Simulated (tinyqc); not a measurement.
# Capacitance measurement on a leaky thin oxide: effects of series resistance and leakage: what changes with what

The device is a capacitance C in parallel with a leakage conductance G, in series with Rs and Ls. An impedance meter reports either a parallel pair (Cp, Gp) from Y = 1/Z = Gp + i w Cp or a series pair (Cs, Rm) from Z = Rm + 1/(i w Cs); w = 2 pi f, dissipation D = Gp/(w |Cp|).

Inputs (values chosen for the exercise); values of the order met in thin-oxide MOS capacitors:
- eox = 3.9 (relative permittivity of the gate insulator (close to silicon dioxide))
- tox = 2.1 nm (insulator thickness)
- A = 10000 um^2 (gate area)
- zc = 0.51 nm (oxide-equivalent thickness added by the accumulation layer)
- zp = 0 nm (oxide-equivalent thickness added by gate depletion)
- Jg = 0.0001 A/cm^2 (gate leakage current density, not matched to the thickness)
- Vs = 0.39 V (voltage for an e-fold rise of the leakage)
- Rs = 140 ohm (series resistance)
- Ls = 0 nH (series inductance)
- f = 1e6 Hz (measuring frequency)

Constants: eps0 = 8.8541878128e-14 F/cm where lengths are in cm. Results are converted to the units shown.

Each table varies one quantity; the others keep the values above.

## Readings against frequency

EOT = 3.9 tox/eox; CET = EOT + zc + zp; C = 3.9 eps0 A/CET; G = Jg A/Vs. Z = Rs + i w Ls + 1/(G + i w C); CET read from Cp = 3.9 eps0 A/Cp; errors under 0.001 % are printed as 0.

The same in every row: C (pF) = 132.30.

Readings against frequency:

| f (Hz) | Cp (pF) | Cs (pF) | D | error of Cp (%) | error of Cs (%) | CET read from Cp (nm) |
|---|---|---|---|---|---|---|
| 1000 | 132.30 | 132.43 | 0.030961 | 0 | 0.0951 | 2.6100 |
| 3000 | 132.30 | 132.32 | 0.010631 | 0 | 0.0106 | 2.6100 |
| 10000 | 132.30 | 132.31 | 0.0042483 | 0 | 0 | 2.6100 |
| 30000 | 132.30 | 132.30 | 0.0045196 | -1.94e-3 | 0 | 2.6101 |
| 1e5 | 132.29 | 132.30 | 0.011947 | -0.0143 | 0 | 2.6104 |
| 3e5 | 132.14 | 132.30 | 0.035017 | -0.122 | 0 | 2.6132 |
| 1e6 | 130.53 | 132.30 | 0.11641 | -1.34 | 0 | 2.6454 |
| 3e6 | 117.93 | 132.30 | 0.34915 | -10.9 | 0 | 2.9282 |
| 1e7 | 56.193 | 132.30 | 1.1638 | -57.5 | 0 | 6.1451 |
| 3e7 | 10.031 | 132.30 | 3.4914 | -92.4 | 0 | 34.426 |

What does the comparison show?

D goes from 0.0310 through a minimum of 0.00425 (at f = 10000 Hz among the rows listed) to 3.49; without inductance its minimum lies at f = sqrt(G (1 + G Rs)/Rs)/(2 pi C) = 16300 Hz. The error of Cp goes from 0 to -92.4 % and that of Cs from 0.0951 to 0 %; at low frequency Cp tends to C/(1 + G Rs)^2 and Cs grows as 1 + (G/(w C))^2. One of the two readings is within 2 % of C for f = 1000, 3000, 10000, 30000, 1e5, 3e5, 1e6, 3e6, 1e7, 3e7 Hz. For f = 1e7, 3e7 D exceeds 1, where the accuracy of real meters degrades in proportion to sqrt(1 + D^2).

## Effect of the gate area

Same model as above.

Rs is held fixed.

Results:

| A (um^2) | C (pF) | Cp (pF) | Cs (pF) | D | error of Cp (%) | error of Cs (%) | CET read from Cp (nm) |
|---|---|---|---|---|---|---|---|
| 20 | 0.2646 | 0.2646 | 0.2646 | 2.636e-4 | 0 | 0 | 2.610 |
| 70 | 0.9261 | 0.9261 | 0.9261 | 8.455e-4 | 0 | 0 | 2.610 |
| 200 | 2.646 | 2.646 | 2.646 | 0.002358 | 0 | 0 | 2.610 |
| 600 | 7.938 | 7.938 | 7.938 | 0.007014 | -4.92e-3 | 0 | 2.610 |
| 5000 | 66.15 | 65.93 | 66.15 | 0.05822 | -0.338 | 0 | 2.619 |
| 10000 | 132.3 | 130.5 | 132.3 | 0.1164 | -1.34 | 0 | 2.645 |
| 40000 | 529.2 | 434.9 | 529.2 | 0.4656 | -17.8 | 0 | 3.176 |

Estimate the missing row, A = 2000 um^2.

Computed row:

| A (um^2) | C (pF) | Cp (pF) | Cs (pF) | D | error of Cp (%) | error of Cs (%) | CET read from Cp (nm) |
|---|---|---|---|---|---|---|---|
| 2000 | 26.46 | 26.45 | 26.46 | 0.02331 | -0.0543 | 0 | 2.611 |

With this row back in the table: As A goes from 20 to 40000, the error of Cp goes from 0 to -17.8 %, that of Cs from 0 to 0 %, and D rises from 2.64e-4 to 0.466. The CET read from Cp goes from 2.61 to 3.18 nm against the true 2.61 nm. G/(w C) does not depend on the area, while G Rs and w C Rs grow with it.

Numbers from tinyqc (`OMP_NUM_THREADS=1 python tinyqc.py 2022156 2022157 out.jsonl`; about 0.01 s on one thread of a shared Intel Xeon 2.30GHz).
